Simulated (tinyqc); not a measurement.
Carrier lifetime of a p-type layer with SRH, radiative, Auger and surface recombination: one step of the calculation.

Uniform excess density dn = dp (no trapping), n = n0 + dn, p = p0 + dn, Boltzmann statistics, full ionisation. Surfaces enter as a rate 2 S dn/d, which holds while diffusion to them is fast.

Problem. New dn. With e = n p - ni^2 = dn (n0 + p0 + dn): U_SRH = e/(tp0 (n + n1) + tn0 (p + p1)), U_rad = B e, U_Aug = (Cn n + Cp p) e, U_s = 2 S dn/d. Newton step on ln U(ln dn) = ln G, U the sum: k = d ln U/d ln dn (central difference over factors 1.0001), dn(new) = dn (G/U)^(1/k).

Inputs (values chosen for the exercise); band and dielectric values close to those of gallium nitride: radiative coefficient B = 1.09e-10 cm^3/s; Auger coefficient (two electrons) Cn = 2e-31 cm^6/s; Auger coefficient (two holes) Cp = 1.8e-31 cm^6/s; surface recombination velocity (both faces) S = 0 cm/s; sample thickness d = 6 um; generation rate G = 1.6e24 cm^-3 s^-1.

dn after iteration 1 = 1.2214935e17 cm^-3
n0 = 1.9511612e-34 cm^-3
p0 = 4.2e14 cm^-3
n1 = 0.0015927495 cm^-3
p1 = 5.1451135e-17 cm^-3
tn0 = 0.0039651071 s
tp0 = 1.9825535e-4 s

Wanted: U_SRH; U_rad; U_Aug; U_s; k; dn after iteration 2.

Solution.

U_SRH = 2.9344e19 cm^-3 s^-1
U_rad = 1.6319e24 cm^-3 s^-1
U_Aug = 6.9607e20 cm^-3 s^-1
U_s = 0 cm^-3 s^-1
k = 1.9970
dn after iteration 2 = 1.2092e17 cm^-3

tinyqc, about 0.01 s, one thread, Intel Xeon 2.30GHz (shared host): `OMP_NUM_THREADS=1 python tinyqc.py 2300146 2300147 out.jsonl`
